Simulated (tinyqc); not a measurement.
Orbital energy against energy difference: ionisation energy by orbital energies and by energy differences in the cc-pvdz basis, for BeH2, spin multiplicity 1. Computed by the program tinyqc with PySCF. 

Geometry (angstrom):
```
atom       x        y       z
Be    0.0000   0.0000  0.0000
H     0.0000   1.2850  0.0000
H     0.0000  -1.3130  0.0000
```

CCSD(T) difference in the same basis = 12.0279 eV

IP-EOM-CCSD = 12.0608 eV

The cation is unrestricted; errors are against CCSD(T) in this basis, not against experiment.

First vertical ionisation energy (eV):
```
method     -e(HOMO)  E(cation) - E  error of -e(HOMO)  error of the difference
HF           12.264       11.37959              0.236                   -0.648
LDA           7.468       11.67883             -4.559                   -0.349
PBE           7.486       11.70334             -4.542                   -0.325
B3LYP         8.671       11.94737             -3.357                   -0.081
PBE0          8.851       11.88095             -3.177                   -0.147
CAM-B3LYP    10.356       12.04588             -1.672                    0.018
LC-wPBE      11.813       12.19563             -0.215                    0.168
```

Koopmans errs by +0.24 eV and Delta-HF by -0.65 eV: relaxation, 0.88 eV, lowers the value and the missing correlation difference works against it. The PBE level is off by -4.5 eV through the wrong tail of its potential, though its energy difference is off by -0.32 eV; exact exchange deepens the level, and among the orbital energies LC-wPBE comes closest; among the differences CAM-B3LYP does.
